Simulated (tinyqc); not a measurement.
Strained Delta valleys, repopulation and conductivity mass: two steps of the calculation.

A cubic crystal with three pairs of conduction valleys along x, y and z under uniaxial stress X along [100] (X > 0 is tension); current along [100]. Non-degenerate electrons, fixed total density, one relaxation time for all valleys and stresses, masses unchanged by strain, so the mobility goes as the mean inverse mass.

Inputs (values chosen for the exercise); values close to those of silicon: compliance s11 = 7.55 1/TPa; compliance s12 = -2.2 1/TPa; compliance s44 = 12.7 1/TPa; longitudinal mass ml = 0.913 m0; transverse mass mt = 0.195 m0; uniaxial stress (tension positive) X = 160 MPa.

Question 1. Strain tensor. Stress s_ij = X a_i a_j with a the unit vector along [100]; strain e_ii = s11 s_ii + s12 (s_jj + s_kk), e_ij = s44 s_ij/2.

Give: strain.

Answer 1.

strain (%):
```
        x        y        z
x  0.1208   0.0000   0.0000
y  0.0000  -0.0352   0.0000
z  0.0000   0.0000  -0.0352
```

Question 2. Conductivity mass and mobility. Inverse mass along the current d = [100]: (n.d)^2/ml + (1 - (n.d)^2)/mt; mu/mu0 = sum f (1/m) over the plain mean of 1/m.

share f, valley x to z: [0.22519666, 0.38740167, 0.38740167]

Find: 1/m along d; conductivity mass; unstrained value; mu/mu0.

Answer 2.

1/m along d, valley x to z (1/m0): [1.095, 5.128, 5.128]
conductivity mass = 0.2370 m0
unstrained value = 0.2643 m0
mu/mu0 = 1.115

The possible range, all electrons in one kind of valley, is 0.289 to 1.36.

tinyqc, about 0.01 s, one thread, Intel Xeon 2.30GHz (shared host): `OMP_NUM_THREADS=1 python tinyqc.py 2530165 2530166 out.jsonl`
